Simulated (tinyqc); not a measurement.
Trench capacitor in an array: capacitance, non-linearity, leakage and relaxation: one step of the calculation.

A film between two metal electrodes, each interface adding a series capacitance ci. The small-signal permittivity is ek (1 + aq E^2); the field is found with the linear permittivity. Leakage J = J0 sinh(E/Ef). After a voltage step the film passes a relaxation current kr C V tt^(-nr), tt being the time in seconds. The sidewall is a coaxial capacitor with radii a = dm/2 - t and b = dm/2, depth AR dm; the end face is left out.

Problem. Cell capacitance, fields and time constant. Per length 1/c = ln(b/a)/(2 pi eps0 ek) + (1/a + 1/b)/(2 pi ci); cell capacitance c AR dm; per footprint over pt^2; fields c V/(2 pi eps0 ek r) at r = a and b; resistance of the inner electrode rho AR dm/(pi a^2); time constant R C/3 of the distributed line.

Inputs (values chosen for the exercise); permittivity of the order of that of hafnium oxide:
- ek = 21.8 (relative permittivity of the film)
- t = 29 nm (film thickness)
- ci = 110 uF/cm^2 (capacitance of each electrode interface (dead layer and screening))
- V = 1.8 V (bias)
- dm = 160 nm (diameter of the hole)
- AR = 30 (aspect ratio, depth over diameter)
- pt = 300 nm (pitch of the square array)
- rho = 440 uohm cm (resistivity of the inner electrode)

Constants: eps0 = 8.8541878128e-14 F/cm where lengths are in cm. Results are converted to the units shown.

Find: a; b; cell capacitance; capacitance per footprint; field at a; field at b; R; R C/3.

Solution.

a = 51.00 nm
b = 80.00 nm
cell capacitance = 12.77 fF
capacitance per footprint = 14.19 uF/cm^2
field at a = 0.7743 MV/cm
field at b = 0.4936 MV/cm
R = 2.585 kohm
R C/3 = 11.00 ps

The array gives 21.6 times the planar capacitance per footprint; curvature makes the field at the inner electrode 1.26 times the planar value.

Program tinyqc, `OMP_NUM_THREADS=1 python tinyqc.py 2102139 2102140 out.jsonl`; Intel Xeon 2.30GHz, shared host, one thread, about 0.01 s.
